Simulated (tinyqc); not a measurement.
MOS capacitor with interface traps: C-V stretch-out, conductance peak and subthreshold swing: one step, computed by the program tinyqc.

Energies at the interface are counted from the valence band. psi > 0 means bending towards depletion, so the surface potential is -psi. Boltzmann statistics, full ionisation, no quantum confinement. Traps are neutral when filled up to E_n, with a sharp (zero-temperature) occupation.

Question. Conductance peak. v = sqrt(3 k_B T/m) with the majority mass; surface density n_s = N exp(-psi/k_B T); tau = 1/(sigma v n_s); for a continuum of levels G_p/omega = C_it ln(1 + omega^2 tau^2)/(2 omega tau), which peaks at omega tau = 1.98, the frequency 1.98/(2 pi tau); potential fluctuations are left out.

Inputs (values chosen for the exercise, modelled on germanium, with an insulator like SiO2):

| quantity | value | unit |
|---|---|---|
| electron mass m_e | 0.227 | m_0 |
| doping N | 1.3e+16 | cm^-3 |
| capture cross-section sigma | 3e-15 | cm^2 |
| band bending towards depletion psi | 0.17 | V |
| temperature T | 200 | K |

Substrate: n-type. Trap spectrum: flat plus a Gaussian peak.

k_B T = 0.01723467 eV

C_it = 0.5857871 microF/cm^2

Constants: k_B = 1.380649e-23 J/K; m_0 = 9.1093837015e-31 kg.

Give: v; n_s; trap time constant; peak frequency; peak of G_p/omega.

Answer.

v = 2.002e+07 cm/s

n_s = 6.763e+11 cm^-3

trap time constant = 2.463e-05 s

peak frequency = 12797 Hz

peak of G_p/omega = 0.2357 microF/cm^2
